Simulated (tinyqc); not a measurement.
## Thin film between two gates, subbands and threshold shift from confinement: charge and subband filling against gate voltage

Undoped body with a flat potential across it, hard walls, transport along x. Three valley pairs (g = 2 each) with the longitudinal mass along x, y or z. Non-parabolicity enters the subband edges through E (1 + al E) = gamma, so E = 2 gamma/(1 + sqrt(1 + 4 al gamma)); motion within a subband is taken as parabolic with the band-edge mass. Energies are counted from the bulk band edge.

gamma = C (pi k/(t + dl))^2/mz, C = hbar^2/(2 m0). Each subband has N_k = g sqrt(mx my) m0 kB T/(pi hbar^2). With degeneracy n = sum N_k F((EF - E_k)/Vt), F(x) = ln(1 + exp(x)); gate: Vg = EF + q n/(Cg P), P = 2 (both faces), summed over the 60 lowest subbands at most, with Vg counted from the value that would put EF at the bulk band edge of an empty body. Cq = q dn/dEF.

Inputs (values chosen for the exercise); masses close to those of silicon:
- T = 300 K (temperature)
- ml = 0.921 m0 (longitudinal mass)
- mt = 0.189 m0 (transverse mass)
- al = 0 1/eV (non-parabolicity)
- t = 4 nm (film thickness (along z))
- dl = 0 nm (widening of the box by penetration into the insulator)
- Cg = 2.2 uF/cm^2 (gate capacitance per area of interface)

Constants: q = 1.602176634e-19 C, kB = 1.380649e-23 J/K, hbar = 1.054571817e-34 J s, m0 = 9.1093837015e-31 kg, Vt = kB T/q, hbar^2/(2 m0) = 0.0380998212 eV nm^2. Results are converted to the units shown.

Charge and subband filling against gate voltage:
```
Vg (V),EF - E_1 (eV),n (cm^-2),n/P (cm^-2),share of the lowest subband (%),Cq/(Cg P),total C/(Cg P)
-0.12,-0.1461,1.643e10,8.217e9,87.04,0.02311,0.02259
0.01,-0.04421,7.880e11,3.940e11,86.11,1.034,0.5084
0.13,-0.004499,2.993e12,1.496e12,83.19,3.325,0.7688
0.26,0.01952,5.904e12,2.952e12,78.84,5.614,0.8488
0.38,0.03540,8.763e12,4.381e12,74.34,7.574,0.8834
0.51,0.04895,1.196e13,5.980e12,69.40,9.701,0.9065
0.63,0.05923,1.497e13,7.487e12,65.08,11.70,0.9213
0.76,0.06868,1.828e13,9.142e12,60.82,13.87,0.9328
0.88,0.07625,2.137e13,1.069e13,57.31,15.84,0.9406
```

What does the comparison show?

EF passes E_1 = 0.0255 eV at Vg = 0.150 V. The share of the lowest subband falls from 87.0 to 57.3 % and the total capacitance rises from 0.0226 to 0.941 of Cg P. Between the last two rows 6.3 % of the added gate voltage goes into raising EF. For Vg = 0.26, 0.38, 0.51, 0.63, 0.76, 0.88 the charge would bend the potential across the body by some 30 mV or more, which is left out.

tinyqc, about 0.1 s, one thread, Intel Xeon 2.30GHz (shared host): `OMP_NUM_THREADS=1 python tinyqc.py 2350146 2350147 out.jsonl`
